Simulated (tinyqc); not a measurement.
Bulk resistivity and mean free path from two films.

Question. In the thick-film limit single-crystal films obey rho = rho0 (1 + 3 (1 - ps) lam/(8 d)). Find rho0, lam and the product rho0 lam.

Parameters, values chosen for the exercise:
```
symbol  value  unit                               meaning
ps        0.5        specular share of surface scattering
```

rho at d = 33 and 130 nm (uohm cm): [2.9300568, 2.7210913]

Answer. rho is a straight line in 1/d: the intercept is rho0 and the slope (3/8)(1 - ps) rho0 lam. Without ps only the product (1 - ps) lam could be found.

rho0 = 2.650 uohm cm
lam = 18.60 nm
rho0 lam = 49.29 uohm cm nm

Computed by the program tinyqc: `OMP_NUM_THREADS=1 python tinyqc.py 2100024 2100025 out.jsonl`, one thread of a shared Intel Xeon 2.30GHz, about 0.01 s for the whole run.
